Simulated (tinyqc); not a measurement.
Delta-doped HEMT, charge control: two steps of the calculation.

A two-dimensional electron gas of density ns under a barrier. EF and the subbands are counted from the conduction-band edge of the channel at the interface. Two subbands of a triangular well with an infinite wall, parabolic band, no carriers in the barrier.

Values chosen for this exercise; material values close to those of AlGaAs on GaAs:
```
symbol   value   unit                                                  meaning
T          200      K                                              temperature
d           33     nm                   barrier thickness from gate to channel
ds           3     nm                       undoped spacer next to the channel
me      0.0652     m0                             electron mass in the channel
ec        13.3                            relative permittivity of the channel
ebr       11.9                            relative permittivity of the barrier
phiB      1.02     eV                               barrier height of the gate
dEc      0.229     eV                                   conduction-band offset
ND      1.6e12  cm^-2  sheet density of the donor plane at ds from the channel
eta        0.6                  share of ns that counts in the confining field
Nb           0  cm^-2                           depletion charge of the buffer
Vg        0.31      V                                             gate voltage
```

Constants: q = 1.602176634e-19 C, kB = 1.380649e-23 J/K, hbar = 1.054571817e-34 J s, m0 = 9.1093837015e-31 kg, Vt = kB T/q, eps0 = 8.8541878128e-14 F/cm where lengths are in cm, hbar^2/(2 m0) = 0.0380998212 eV nm^2. Results are converted to the units shown.

Question 1. New ns. F = q (eta ns + Nb)/(eps0 ec) in eV/nm; E_k = a_k (C F^2/me)^(1/3), a_0 = 2.338107, a_1 = 4.087949, C = hbar^2/(2 m0); D = me m0 q/(pi hbar^2); ns = D Vt [ln(1 + exp((EF - E_0)/Vt)) + ln(1 + exp((EF - E_1)/Vt))], which gives EF = E_0 + Vt ln{2 s/[(1 + u) + sqrt((1 + u)^2 + 4 u s)]} with s = exp(ns/(D Vt)) - 1, u = exp((E_0 - E_1)/Vt). Substitution: ns(new) = eps0 eb (Vg - Voff - EF)/(q d) - Nb.

ns at the start = 3e11 cm^-2
eb = 11.9
Voff = 0.061112477 V

Find: E_0; E_1; EF; ns after iteration 1.

Answer 1.

E_0 = 0.035515 eV
E_1 = 0.062094 eV
EF = 0.028361 eV
ns after iteration 1 = 4.3947e11 cm^-2

Question 2. Fermi level, second subband and capacitance. Fully depleted barrier with eb = ebr: Vp = q ND (d - ds)/(eps0 eb); donors per area ND; Voff = phiB - dEc - Vp.

Gate capacitance C = q dns/dVg = eps0 eb/(d + dd), dd = (eps0 eb/q) dEF/dns. dEF/dns by central differences over +/- 0.01 % of ns.

converged ns = 4.0737251e11 cm^-2

Wanted: EF; share of the second subband; dd; C.

Answer 2.

EF = 0.044469 eV
share of the second subband = 17.019 %
dd = 9.1384 nm
C = 0.25004 uF/cm^2

The rise of EF with ns acts as 9.14 nm of extra barrier, 27.7 % of d. EF is 0.19 of the band offset dEc.

Computed by the program tinyqc: `OMP_NUM_THREADS=1 python tinyqc.py 2180005 2180006 out.jsonl`, one thread of a shared Intel Xeon 2.30GHz, about 0.01 s for the whole run.
